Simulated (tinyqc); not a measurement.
Inside a calculation. Method: ROHF in the 6-31g basis, for H3, spin multiplicity 2. One step of it, computed by the program tinyqc.

Problem. Iteration 2: diagonalisation and new density. Diagonalise F' = X^T F X, C = X C', fill 2 alpha and 1 beta electrons from the bottom; D(s) = C_occ C_occ^T. Each column has its largest component positive (the first on a tie).

effective F (hartree), order 1H 1s, 1H 2s, 2H 1s, 2H 2s, 3H 1s, 3H 2s:
$$\begin{pmatrix}
0.075099 & -0.434910 & -0.293411 & -0.362661 & -0.292639 & -0.362174 \\
-0.434910 & -0.366160 & -0.336289 & -0.368960 & -0.335646 & -0.368543 \\
-0.293411 & -0.336289 & 0.097407 & -0.398676 & -0.125419 & -0.245032 \\
-0.362661 & -0.368960 & -0.398676 & -0.305133 & -0.244815 & -0.311787 \\
-0.292639 & -0.335646 & -0.125419 & -0.244815 & 0.097594 & -0.398320 \\
-0.362174 & -0.368543 & -0.245032 & -0.311787 & -0.398320 & -0.304618
\end{pmatrix}$$

X, order 1H 1s, 1H 2s, 2H 1s, 2H 2s, 3H 1s, 3H 2s:
$$\begin{pmatrix}
-0.825512 & 0.000964 & 0.762247 & 0.749143 & -0.000812 & 0.196112 \\
1.774347 & -0.001712 & -0.531061 & 0.321233 & -0.000372 & 0.283184 \\
0.391866 & 0.755181 & 0.790074 & -0.382532 & -0.567094 & 0.178014 \\
-0.905091 & -1.318316 & -0.527899 & -0.192452 & -0.324774 & 0.265586 \\
0.390209 & -0.756171 & 0.790115 & -0.380908 & 0.567962 & 0.177951 \\
-0.901555 & 1.320193 & -0.527778 & -0.191665 & 0.325393 & 0.265530
\end{pmatrix}$$

Give: F' = X^T F X; orbital energies; coefficients C; D(alpha) after iteration 2; D(beta) after iteration 2.

Solution.

F' = X^T F X (hartree):
$$\begin{pmatrix}
0.7957 & 0.0000 & 0.0229 & -0.4154 & 0.0000 & 0.0024 \\
0.0000 & 0.8911 & -0.0002 & 0.0000 & -0.3398 & 0.0001 \\
0.0229 & -0.0002 & 1.0151 & -0.0409 & 0.0000 & -0.0810 \\
-0.4154 & 0.0000 & -0.0409 & 0.3523 & 0.0001 & -0.0406 \\
0.0000 & -0.3398 & 0.0000 & 0.0001 & 0.0317 & 0.0004 \\
0.0024 & 0.0001 & -0.0810 & -0.0406 & 0.0004 & -0.5802
\end{pmatrix}$$

orbital energies (hartree): MO1 -0.5865, MO2 -0.0864, MO3 0.1044, MO4 0.9910, MO5 1.0092, MO6 1.0739

coefficients C, order 1H 1s, 1H 2s, 2H 1s, 2H 2s, 3H 1s, 3H 2s:
$$\begin{pmatrix}
0.2625 & -0.0004 & 0.2230 & -1.2443 & -0.0104 & -0.4418 \\
0.2939 & -0.0012 & 1.1611 & 1.2635 & 0.0106 & 0.7633 \\
0.2040 & -0.2874 & -0.1188 & -0.3256 & 0.8976 & 0.8931 \\
0.2169 & -0.7392 & -0.6549 & 0.0387 & -1.1392 & -0.8528 \\
0.2035 & 0.2884 & -0.1181 & -0.3108 & -0.9026 & 0.8933 \\
0.2159 & 0.7413 & -0.6516 & 0.0199 & 1.1394 & -0.8532
\end{pmatrix}$$

D(alpha) after iteration 2, order 1H 1s, 1H 2s, 2H 1s, 2H 2s, 3H 1s, 3H 2s:
$$\begin{pmatrix}
0.0689 & 0.0772 & 0.0537 & 0.0572 & 0.0533 & 0.0564 \\
0.0772 & 0.0864 & 0.0603 & 0.0647 & 0.0595 & 0.0625 \\
0.0537 & 0.0603 & 0.1242 & 0.2567 & -0.0414 & -0.1690 \\
0.0572 & 0.0647 & 0.2567 & 0.5934 & -0.1691 & -0.5011 \\
0.0533 & 0.0595 & -0.0414 & -0.1691 & 0.1246 & 0.2577 \\
0.0564 & 0.0625 & -0.1690 & -0.5011 & 0.2577 & 0.5961
\end{pmatrix}$$

D(beta) after iteration 2, order 1H 1s, 1H 2s, 2H 1s, 2H 2s, 3H 1s, 3H 2s:
$$\begin{pmatrix}
0.0689 & 0.0772 & 0.0536 & 0.0569 & 0.0534 & 0.0567 \\
0.0772 & 0.0864 & 0.0600 & 0.0637 & 0.0598 & 0.0635 \\
0.0536 & 0.0600 & 0.0416 & 0.0442 & 0.0415 & 0.0440 \\
0.0569 & 0.0637 & 0.0442 & 0.0470 & 0.0441 & 0.0468 \\
0.0534 & 0.0598 & 0.0415 & 0.0441 & 0.0414 & 0.0439 \\
0.0567 & 0.0635 & 0.0440 & 0.0468 & 0.0439 & 0.0466
\end{pmatrix}$$
